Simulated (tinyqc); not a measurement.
Inside a calculation: three-level Kane dispersion of a narrow-gap semiconductor. Values are carried at full precision from step to step, so a last printed digit may differ when a step is redone from the rounded ones.

Zero of energy at Gamma8, c = hbar^2/2m0, P^2 = Ep c. The free-electron term and remote bands are left out, so the heavy holes are flat at E = 0 and the other three bands obey E (E - Eg)(E + Dso) = P^2 k^2 (E + 2 Dso/3). The conduction band is the highest root; its edge is Ec = max(Eg, 0).

Constants: hbar^2/2m0 = 3.80998211 eV angstrom^2; hbar = 6.58211957e-16 eV s; e^2/(4 pi eps0) = 14.39964547 eV angstrom; muB = 5.788381798e-05 eV/T.

Values chosen for the exercise (near those of HgTe; shifted at random, so the results belong to these values and not to a real crystal):
- Eg = -0.289 eV (E(Gamma6) - E(Gamma8))
- Dso = 1.07 eV (spin-orbit splitting)
- Ep = 19.1 eV (Kane energy)
- k = 0.021 1/angstrom (wave vector)
- n = 5e+18 cm^-3 (electron density)
- eps = 15 (high-frequency dielectric constant)
- B = 3.1 T (magnetic field)

## The three bands at one k

Expand the equation into E^3 + a2 E^2 + a1 E + a0 = 0 and give its roots; compare with the two-level form (Dso to infinity) E = Eg/2 +/- sqrt(Eg^2/4 + (2/3) P^2 k^2).

P^2 k^2 = 0.032092 eV^2

a2, a1, a0: 1.359000  0.277138  -0.022892

roots (eV): -1.0838  -0.3377  0.0625

two-level form (eV): -0.3501  0.0611

The two-level form misses the highest root by -1.4 meV. The order is inverted: the band that would be the light hole curves upward from Gamma8 and touches the heavy holes, so there is no gap.

## Mass at the edge and limiting velocity

For Eg < 0 the conduction band starts at Gamma8 with m0* = 3 |Eg|/(2 Ep). In the two-level form the velocity tends to v = sqrt(2/3) P/hbar, and |Eg| = 2 m v^2 with m = 3 |Eg|/(2 Ep), as for a relativistic particle. 1 angstrom = 1e-10 m.

m0* = 0.02270 m0
P = 8.5306 eV angstrom
v = 1.058e+06 m/s
k at which the linear part sets in, |Eg|/(2 hbar v) = 0.02075 1/angstrom

## Fermi level and mass at a given density

Degenerate electrons at T = 0: kF = (3 pi^2 n)^(1/3), 1 cm^-3 = 1e-24 angstrom^-3; EF is the highest root at kF. The momentum (cyclotron, optical) mass is m(E) = hbar^2 k/(dE/dk) = c d(k^2)/dE with d(k^2)/dE = k^2 [1/E + 1/(E - Eg) + 1/(E + Dso) - 1/(E + 2 Dso/3)]; the density of states is k d(k^2)/dE/(2 pi^2).

Edge mass m0* = 3 |Eg|/(2 Ep).

Compare EF - Ec with the parabolic value c kF^2/m0*.

kF = 0.05290 1/angstrom
EF - Ec = 0.2681 eV
parabolic value = 0.4698 eV
m(EF) = 0.05601 m0
m(EF)/m0* = 2.468
density of states at EF = 3.940e+19 1/(eV cm^3)

The parabola overstates EF - Ec by a factor of 1.75; (EF - Ec)/|Eg| = 0.93, and the two-level rule 1 + 2 (EF - Ec)/|Eg| = 2.855 estimates the mass ratio.

## Plasma and cyclotron energies

hbar wp = sqrt(8 pi c (e^2/4 pi eps0) n/(eps m)), hbar wc = 2 muB B/m (classical limit), with m = m(EF) and, for comparison, the edge mass; n in angstrom^-3.

hbar wp with m(EF), with m0* (meV): 90.59  142.30

hbar wc with m(EF), with m0* (meV): 6.41  15.81

EF - Ec = 268.1 meV is 42 times hbar wc, so the classical value applies.

## Checks

- Roots of the cubic against the 8 x 8 Kane matrix without remote terms: they agree to 1e-10 or better.
- m(E) near the edge against m0*: both 0.02270.

Program tinyqc; command `OMP_NUM_THREADS=1 python tinyqc.py 1051135 1051136 out.jsonl`; about 0.01 s on one thread of a shared Intel(R) Xeon(R) Processor @ 2.30GHz.
